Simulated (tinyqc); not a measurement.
Composition and strain of an epitaxial Si(1-x)Ge(x) layer from Raman and X-ray peaks: one step, computed by the program tinyqc.

A (001) layer, biaxially strained in the plane. The Raman peaks follow empirical lines omega = w0 + c1 x + c3 x^3 + b eps (c3 for Si-Ge alone), with eps the in-plane strain.

Problem. Raman peaks. Insert x and eps in the three lines; the strain part is b eps.

Inputs (values chosen for the exercise, modelled on silicon-germanium):
```
quantity                     value  unit
Ge fraction x                 0.61     -
Si-Si: w0                      521  1/cm
Si-Si: c1                    -63.9  1/cm
Si-Si: strain coefficient b   -780  1/cm
Si-Ge: w0                    400.4  1/cm
Si-Ge: c1                     25.5  1/cm
Si-Ge: c3                    -35.8  1/cm
Si-Ge: strain coefficient b   -608  1/cm
Ge-Ge: w0                    280.5  1/cm
Ge-Ge: c1                     19.8  1/cm
Ge-Ge: strain coefficient b   -439  1/cm
```

Substrate: silicon.

in-plane strain eps = -23.65289 per mille

Give: Si-Si peak; Si-Ge peak; Ge-Ge peak; strain parts.

Solution.

Si-Si peak = 500.47 1/cm

Si-Ge peak = 422.21 1/cm

Ge-Ge peak = 302.96 1/cm

strain parts (1/cm): Si-Si 18.449, Si-Ge 14.381, Ge-Ge 10.384

Read as unstrained, the Si-Si peak would give x = 0.321 in place of 0.61. Caution: strains above 2 % survive only in layers a few nanometres thick, and the linear relations lose accuracy.
